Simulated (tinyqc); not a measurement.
Resistance of a tapered via with liner, size effect and interface: via resistance against the height.

A round via whose diameter grows from db at the bottom as D(z) = db + 2 z/tan(ang). The fill, of diameter D - 2 tl, starts above the bottom liner (thickness fb tl) and has rho = rho0 (1 + ks lam/(D - 2 tl)); the sidewall liner conducts in parallel with it. The bottom liner and the interface are crossed over the full area pi db^2/4. Spreading in the lines above and below is left out.

Slices between z0 = fb tl and hv, evaluated at their midpoints: conductance per length pi/4 [(D - 2 tl)^2/rho + (D^2 - (D - 2 tl)^2)/rl], slice resistance = slice height over that. 2000 slices. R_fill = sum of the slices; R_bottom = rl fb tl/(pi db^2/4); R_interface = ri/(pi db^2/4); ballistic (Sharvin) limit 1/(Sb pi (db - 2 tl)^2/4); ideal cylinder rho0 hv/(pi db^2/4).

Inputs (values chosen for the exercise); fill metal close to copper: diameter at the bottom db = 30 nm; sidewall angle ang = 89 degrees; bulk resistivity of the fill rho0 = 1.65 uohm cm; mean free path of the fill lam = 39.2 nm; size-effect factor ks = 1.2; liner on the sidewall tl = 2.9 nm; liner at the bottom over that on the sidewall fb = 1; resistivity of the liner rl = 540 uohm cm; interface resistivity at the bottom ri = 6.2e-13 ohm cm^2; ballistic conductance per area, about 3/(4 rho0 lam) Sb = 1.1e15 S/m^2.

The same in every row: R_bottom (ohm) = 22.15; R_interface (ohm) = 0.08771; ballistic limit (ohm) = 1.976.

Results:
```
hv (nm),R_fill (ohm),R (ohm),R over ideal cylinder,largest part
18,1.526,23.77,56.57,bottom liner
38,3.419,25.66,28.93,bottom liner
55,4.924,27.17,21.16,bottom liner
79,6.901,29.14,15.80,bottom liner
110,9.228,31.47,12.26,bottom liner
170,13.12,35.36,8.912,bottom liner
240,16.86,39.10,6.979,bottom liner
```

Estimate the missing row, hv = 26 nm.

Computed row:
```
hv (nm),R_fill (ohm),R (ohm),R over ideal cylinder,largest part
26,2.300,24.54,40.44,bottom liner
```

With this row back in the table: R rises from 23.8 to 39.1 ohm. The bottom liner is the largest part at hv = 18 and in all other rows. The share of the two bottom terms goes from 93.6 to 56.9 %. For hv = 18, 26, 38 the ballistic limit exceeds half of R_fill, so the diffusive model understates R.

Numbers from tinyqc (`OMP_NUM_THREADS=1 python tinyqc.py 2750024 2750025 out.jsonl`; about 0.01 s on one thread of a shared Intel Xeon 2.30GHz).
